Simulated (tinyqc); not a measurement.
Vertical double-diffused power MOSFET, components of the on-resistance: one step of the calculation.

Stripe cells of pitch Wp + a, two channels a cell. Current flows through the channels, spreads in the accumulation layer, passes the gap between the p bodies and spreads at 45 degrees into the drift layer below them. Low drain voltage, full ionisation.

Problem. Drift layer. Triangular field at breakdown with Ec = Kc N^(1/8): BV = eps0 eps_r Ec^2/(2 q N), so N = (eps0 eps_r Kc^2/(2 q BV))^(4/3); W = 2 BV/Ec; mu = mud (T/300 K)^(-bt); rho = 1/(q mu N); ideal resistance rho W.

Inputs (values chosen for the exercise); bulk values close to those of silicon: temperature T = 400 K; relative permittivity eps_r = 11.5; critical-field constant Kc = 3910 V/cm per (cm^-3)^(1/8); rated breakdown voltage of the drift layer BV = 30 V; drift mobility at 300 K mud = 1230 cm^2/(V s); temperature exponent of the drift mobility bt = 2.2.

Constants: q = 1.602176634e-19 C, eps0 = 8.8541878128e-14 F/cm where lengths are in cm. Results are converted to the units shown.

Find: drift doping N; Ec; drift thickness W; electron mobility mu at T; drift resistivity rho; ideal resistance.

Solution.

drift doping N = 1.902e16 cm^-3
Ec = 0.4237 MV/cm
drift thickness W = 1.416 um
electron mobility mu at T = 653.2 cm^2/(V s)
drift resistivity rho = 0.5025 ohm cm
ideal resistance = 0.07116 mohm cm^2

Numbers from tinyqc (`OMP_NUM_THREADS=1 python tinyqc.py 2230121 2230122 out.jsonl`; about 0.01 s on one thread of a shared Intel Xeon 2.30GHz).
